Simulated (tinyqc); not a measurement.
# Surface potential of a MOS transistor: implicit equation and explicit approximations: effects of single changes

p-type body, charge-sheet picture, depletion and inversion only, full ionisation (an idealisation for deep acceptors), Boltzmann statistics (rough once Na exp(x - xn) passes about Nc/7). In units of Vt: xg = (Vg - Vfb)/Vt, x = psi/Vt, G = gamma/sqrt(Vt), xn = (2 phiF + Vc)/Vt. The implicit equation is (xg - x)^2 = G^2 [x - 1 + exp(x - xn)] for x above about 3. Cox = eps0 eox/tox.

Parameters, values chosen for the exercise; band and dielectric values close to those of silicon:
```
symbol,value,unit,meaning
T,300,K,temperature
Eg,1.11,eV,band gap
eps_r,11.7,,relative permittivity
Nc,2.75e19,cm^-3,conduction-band density of states at T
Nv,2.68e19,cm^-3,valence-band density of states at T
eox,8.79,,relative permittivity of the gate insulator (close to aluminium oxide)
tox,3.8,nm,insulator thickness
Na,4.4e17,cm^-3,acceptor density
Vfb,-0.4,V,flat-band voltage
Vc,0.2,V,channel-body voltage
Vg,1.69,V,gate-body voltage
```

Constants: q = 1.602176634e-19 C, kB = 1.380649e-23 J/K, Vt = kB T/q, eps0 = 8.8541878128e-14 F/cm where lengths are in cm. Results are converted to the units shown.

Each table varies one quantity; the others keep the values above.

## Accuracy of the approximations against gate voltage

ni = sqrt(Nc Nv) exp(-Eg/(2 Vt)), Eg in volts; phiF = Vt ln(Na/ni); gamma = sqrt(2 q eps0 eps_r Na)/Cox; VT = Vfb + Vt (xn + G sqrt(xn - 1)). Depletion value a = 1 + [sqrt(G^2/4 + xg - 1) - G/2]^2; inversion value b = xn + ln[(xg - xn)^2/G^2 - xn + 1] and first guess y = min(a, b) - ln(1 + exp(-|a - b|)) if a > xn + 1, else b = y = a; one second-order correction with D = exp(y - xn), p = 2 (xg - y) + G^2 (1 + D), w = (xg - y)^2 - G^2 (y - 1 + D): z = y + 2 w/(p + sqrt(p^2 - 2 (2 - G^2 D) w)), or the Newton step z = y + w/p where the root is not real. N_inv = (Cox Vt G/q) [sqrt(x - 1 + exp(x - xn)) - sqrt(x - 1)] at the root. Lambert form (Cox m Vt/q) W0[(G/(2 m sqrt(xn - 1))) exp((Vg - VT)/(m Vt))], m = 1 + G/(2 sqrt(xn - 1)). Errors under 1e-4 mV, and the linear form below VT, are printed as 0.

Result of one run:
```
Vg (V)  psi (V)  x - xn  error of y (mV)  error of z (mV)  N_inv (cm^-2)  Cox (Vg - VT)/q (cm^-2)  Lambert form (cm^-2)
1.69     1.2664  6.5590             10.4           -0.398      7.8712e12                1.0227e13             8.2030e12
```

What becomes of these results when the gate-body voltage Vg is changed from 1.69 to 0.69 V, all else the same?

Result of the changed run:
```
Vg (V)  psi (V)   x - xn  error of y (mV)  error of z (mV)  N_inv (cm^-2)  Cox (Vg - VT)/q (cm^-2)  Lambert form (cm^-2)
0.69    0.91413  -7.0684          1.98e-3                0       2.7861e7                        0              2.4690e7
```

The whole series:
```
Vg (V)  psi (V)     x - xn  error of y (mV)  error of z (mV)  N_inv (cm^-2)  Cox (Vg - VT)/q (cm^-2)  Lambert form (cm^-2)
0.49    0.73308    -14.072                0                0          28373                        0                 20443
0.69    0.91413    -7.0684          1.98e-3                0       2.7861e7                        0              2.4690e7
0.89     1.0949  -0.075368             1.97         -1.43e-4      2.7502e10                 3.4869e8             2.7621e10
1.09     1.1978     3.9029             22.4             6.40      1.1535e12                2.5570e12             1.2197e12
1.29     1.2320     5.2277             16.2            -2.26      3.2349e12                5.1137e12             3.4063e12
1.49     1.2521     6.0031             12.5           -0.786      5.5137e12                7.6703e12             5.7729e12
1.69     1.2664     6.5590             10.4           -0.398      7.8712e12                1.0227e13             8.2030e12
1.89     1.2777     6.9940             8.93           -0.238      1.0272e13                1.2784e13             1.0665e13
2.09     1.2869     7.3519             7.88           -0.156      1.2701e13                1.5340e13             1.3146e13
```

psi rises from 0.733 to 1.29 V and ends 7.4 Vt above 2 phiF + Vc. Among the rows the first guess is off by at most 22 mV (at Vg = 1.09 V) and the corrected value by at most 6.4 mV. In the last row the linear form is 21 % above N_inv and the Lambert form 3.5 % above it; in the first row the Lambert form is 28 % below it. For Vg = 1.09, 1.29, 1.49, 1.69, 1.89, 2.09 the electron quasi-Fermi level lies less than 2 Vt below the band edge at the surface, or above it, where degeneracy and confinement, left out, matter.

## Effect of the acceptor density at fixed gate voltage

Same model as above.

Vfb is held fixed.

Effect of the acceptor density at fixed gate voltage:
```
Na (cm^-3)  psi (V)  x - xn  error of y (mV)  error of z (mV)  N_inv (cm^-2)  Cox (Vg - VT)/q (cm^-2)  Lambert form (cm^-2)
1.5e16        1.186   10.19             13.2            -1.02       1.109e13                 1.451e13              1.196e13
3.2e16        1.204   9.388             12.6           -0.825       1.063e13                 1.381e13              1.137e13
7e16          1.223   8.557             11.9           -0.657       1.004e13                 1.297e13              1.066e13
1.5e17        1.241   7.741             11.2           -0.526       9.313e12                 1.200e13              9.806e12
3.4e17        1.261   6.847             10.5           -0.422       8.273e12                 1.071e13              8.643e12
7.4e17        1.278   5.959             10.2           -0.369       6.921e12                 9.111e12              7.180e12
1.6e18        1.292   4.979             10.5           -0.402       5.078e12                 6.990e12              5.235e12
3.5e18        1.298   3.646             13.2           -0.878       2.531e12                 4.022e12              2.594e12
```

What does the table show?

As Na goes from 1.5e16 to 3.5e18, psi rises from 1.19 to 1.30 V, x - xn falls from 10.2 to 3.65 and N_inv falls from 1.11e13 to 2.53e12 cm^-2. The Lambert form lies between 1.03 and 1.08 times N_inv. In every row the electron quasi-Fermi level lies less than 2 Vt below the band edge at the surface, or above it, where degeneracy and confinement, left out, matter.

tinyqc, about 0.01 s, one thread, Intel Xeon 2.30GHz (shared host): `OMP_NUM_THREADS=1 python tinyqc.py 2122112 2122113 out.jsonl`
